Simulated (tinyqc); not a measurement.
Trap-assisted generation and recombination current of an abrupt junction: one step, computed by the program tinyqc. Command: `OMP_NUM_THREADS=1 python tinyqc.py 3015276 3015277 out.jsonl junctionleak walk`. One thread of a shared host (Intel(R) Xeon(R) Processor @ 2.30GHz), about 0.01 s of CPU time with the checks.

Depletion approximation, flat quasi-Fermi levels across the depleted layer, long neutral regions with minority lifetimes tau_n and tau_p, full ionisation and Boltzmann statistics. Voltages in exponents stand for e V.

Problem. Depleted layer under reverse bias. W = sqrt(2 eps eps_0 (V_bi - V)(1/N_A + 1/N_D)/e), x_p = W N_D/(N_A + N_D), x_n = W - x_p, peak field F_m = 2 (V_bi - V)/W; reverse bias means V = -V_r.

Inputs (values chosen for the exercise, with bands and screening modelled on silicon):
```
quantity                   value   unit
dielectric constant eps     11.8      -
acceptor density N_A     4.3e+16  cm^-3
donor density N_D        9.8e+17  cm^-3
reverse bias V_r             7.3      V
temperature T                300      K
```

Field enhancement: none.

V_bi = 0.8958268 V

Constants: eps_0 = 8.8541878128e-12 F/m; e = 1.602176634e-19 C.

Give: W; x_p; x_n; peak field F_m.

Solution.

W = 509.40 nm

x_p = 487.99 nm

x_n = 21.412 nm

peak field F_m = 3.2178e+05 V/cm
